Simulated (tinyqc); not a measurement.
# Space-charge-limited current through a thin insulating or semi-insulating film with traps, step by step

A worked calculation. Computed by tinyqc, a small Python program that keeps every step. Command: `OMP_NUM_THREADS=1 python tinyqc.py 3016485 3016486 out.jsonl sclc walk`. One thread of a shared host (Intel(R) Xeon(R) Processor @ 2.30GHz), about 0.01 s of CPU time with the checks. Intermediate numbers are printed to about 6 digits and carried at full precision; extremes and crossings named in words are read from the listed rows.

One ohmic injecting contact at x = 0 (field zero), drift only, non-degenerate free carriers.

Inputs (values chosen for the exercise, modelled on an amorphous oxide semiconductor):
```
quantity,value,unit
permittivity eps,10,-
band mobility mu,8.5,cm^2/(V s)
effective density of states N_c,4.9e+18,1/cm^3
trap density N_t,2.2e+15,1/cm^3
"equilibrium Fermi level below the band edge, E_0",0.69,eV
thickness d,1400,nm
"free density at the anode, in units of N_c",0.00051,-
temperature T,350,K
trap level E_t below the band edge,0.24,eV
```

Traps: single level.

Constants: k_B = 8.617333262e-05 eV/K; e = 1.602176634e-19 C; eps_0 = 8.8541878128e-12 F/m.

## Equilibrium and landmark voltages

Free density n_0 = N_c exp(-E_0/k_B T) in equilibrium; trapped density n_t(n) = N_t/(1 + n_1/n), n_1 = N_c exp(-E_t/k_B T). theta = n/(n + n_t) at the anode density; trap-filled-limit voltage V_TFL = e (N_t - n_t(n_0)) d^2/(2 eps eps_0).

n_0 = 5.68373e+08 1/cm^3

n_t(n_0) = 7.28967e+08 1/cm^3

theta = 0.657018

V_TFL = 3.90131 V

## One point of the curve

J = e mu n F and (eps eps_0/e) dF/dx = n - n_0 + n_t(n) - n_t(n_0) = rho(n). With F = J/(e mu n): d = (eps eps_0 J/(e^2 mu)) I_1 and V = (eps eps_0 J^2/(e^3 mu^2)) I_2, I_k = int_(n_L)^infinity dn/(n^(k+1) rho(n)), n_L the density at the anode; with u = n_L/n, 200 Gauss-Legendre points in t, u = 1 - (1 - t)^2. Anode field J/(e mu n_L); Mott-Gurney current (9/8) eps eps_0 mu V^2/d^3; ohmic current e n_0 mu V/d.

I_1 = 5.79527e-32 cm^6

I_2 = 1.50049e-47 cm^9

current density J = 595.313 A/cm^2

voltage V = 15.8454 V

anode field over mean field V/d = 1.54552

trap-free Mott-Gurney current = 774.717 A/cm^2

ohmic current = 8.76069e-05 A/cm^2

J is 0.768 times the trap-free law and 6.80e6 times the ohmic current; theta is 0.657. The field ratio is 1 for ohmic flow, 3/2 for the square law and 2 for a uniform fixed charge; here 1.55.

## The whole curve

The last column is d ln J/d ln V up to the next row.

Current against voltage:
```
n_L (1/cm^3),V (V),J (A/cm^2),slope
6.00e+08,1.78726e-06,1.27475e-11,1.65369
3.20e+09,3.08812e-05,1.41866e-09,1.95530
1.70e+10,1.79901e-04,4.44984e-08,1.99195
9.30e+10,1.00017e-03,1.35655e-06,1.99876
5.00e+11,5.39115e-03,3.93313e-05,2.00099
2.70e+12,2.90760e-02,1.14597e-03,2.00670
1.50e+13,1.59996e-01,3.50981e-02,2.03203
7.80e+13,7.96237e-01,9.15104e-01,2.11652
4.20e+14,3.65519e+00,2.30317e+01,2.21801
2.30e+15,1.47990e+01,5.12118e+02,2.13772
1.20e+16,6.21909e+01,1.10211e+04,2.03883
6.60e+16,3.18046e+02,3.07098e+05,-
```

The slope starts at 1.65, peaks at 2.2 between 3.66 and 14.8 V and ends at 2.04. Rows below 0.30 V (10 k_B T/e) are formal, since diffusion from the contact rules there. Self-heating is left out, although J V exceeds 1e5 W/cm^2 at the last row. The last rows ignore velocity saturation (mu V/d above 1e7 cm/s). No slope between rows exceeds 4, so the step at the trap-filled limit is weak or is smeared by the row spacing.

Checks made by the program: trap-free limit against the Mott-Gurney law (relative difference 5e-08).
